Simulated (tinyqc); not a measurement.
# Frequency dispersion of an accumulation capacitance by border traps, distributed model, step by step

Computed by the program tinyqc: `OMP_NUM_THREADS=1 python tinyqc.py 2202131 2202132 out.jsonl`, one thread of a shared Intel Xeon 2.30GHz, about 0.4 s for the whole run. Printed values are rounded.

Traps spread evenly through the insulator exchange electrons with the semiconductor by tunnelling, with tau(x) = t0 exp(2 ka x) at depth x from the interface. The admittance per area Y seen at depth x obeys dY/dx = -Y^2/(i w eps0 eox) + q Nb ln(1 + i w tau)/tau, with Y(0) = i w Cs and w = 2 pi f; the gate sees Y(tox) = G + i w C. Working variable y = Y/(i w), in uF/cm^2. Cox = eps0 eox/tox.

Values chosen for this exercise; permittivity close to that of hafnium oxide: relative permittivity of the insulator eox = 18.7; insulator thickness tox = 7.1 nm; semiconductor capacitance in accumulation Cs = 2 uF/cm^2; density of border traps Nb = 8.1e18 cm^-3 eV^-1; decay constant of the wave function in the insulator ka = 5.2 1/nm; time constant of a trap at the interface t0 = 8e-9 s; frequency f = 10000 Hz; depth down to which the steps are taken xe = 1.2 nm.

Constants: q = 1.602176634e-19 C, eps0 = 8.8541878128e-14 F/cm where lengths are in cm. Results are converted to the units shown.

## Scales and lumped estimate

Cox; trap-free value 1/(1/Cox + 1/Cs); response depth d = ln(1/(w t0))/(2 ka), where w tau = 1; lumped estimate: all traps within d act as C_bt = q Nb d placed at d/2, so C = 1/{1/[1/(1/Cs + d/(2 eps0 eox)) + C_bt] + (tox - d/2)/(eps0 eox)}.

Cox = 2.33202 uF/cm^2
trap-free C = 1.07664 uF/cm^2
d = 0.730347 nm
C_bt = 0.0947817 uF/cm^2
lumped C = 1.10595 uF/cm^2

The traps within reach amount to 0.0474 Cs and lie in the first 10.3 % of the insulator.

## Midpoint steps through the active depth

In terms of y: dy/dx = -y^2/(eps0 eox) + s(x), s = q Nb ln(1 + z)/z, z = i w tau. 11 midpoint steps of h = xe/11: y_half = y + (h/2) y'(x, y), y(new) = y + h y'(x + h/2, y_half).

| point | x (nm) | s (uF/(cm^2 nm)) | y (uF/cm^2) |
|---|---|---|---|
| 0 | 0 | 0.129776-0.000033i | 2.00000+0.00000i |
| 1 | 0.109091 | 0.129776-0.000101i | 1.98796-0.00001i |
| 2 | 0.218182 | 0.129775-0.000315i | 1.97624-0.00003i |
| 3 | 0.327273 | 0.129766-0.000981i | 1.96481-0.00009i |
| 4 | 0.436364 | 0.129681-0.003047i | 1.95368-0.00027i |
| 5 | 0.545455 | 0.128864-0.009386i | 1.94280-0.00084i |
| 6 | 0.654545 | 0.121804-0.026814i | 1.93192-0.00258i |
| 7 | 0.763636 | 0.087681-0.050404i | 1.91941-0.00686i |
| 8 | 0.872727 | 0.039767-0.044456i | 1.90207-0.01223i |
| 9 | 0.981818 | 0.014218-0.024851i | 1.88112-0.01562i |
| 10 | 1.09091 | 0.004723-0.011447i | 1.85897-0.01708i |
| 11 | 1.2 | 0.001534-0.004795i | 1.83677-0.01747i |

## Capacitance and conductance at the gate

y at xe = 1.83677-0.01747i uF/cm^2

Beyond xe the traps are ignored, so 1/y(tox) = 1/y(xe) + (tox - xe)/(eps0 eox); C = Re y, G/w = -Im y, loss tangent G/(w C).

y at the gate = 1.11018-0.00638i uF/cm^2
C = 1.11018 uF/cm^2
G/w = 0.00638076 uF/cm^2
loss tangent = 0.00574748

A fine integration over the whole insulator gives C = 1.1103 and G/w = 0.006582 uF/cm^2; the coarse G/w is 3.1 % below that. The fine C is 3.1 % above the trap-free value, and the lumped estimate is 0.39 % below the fine result.
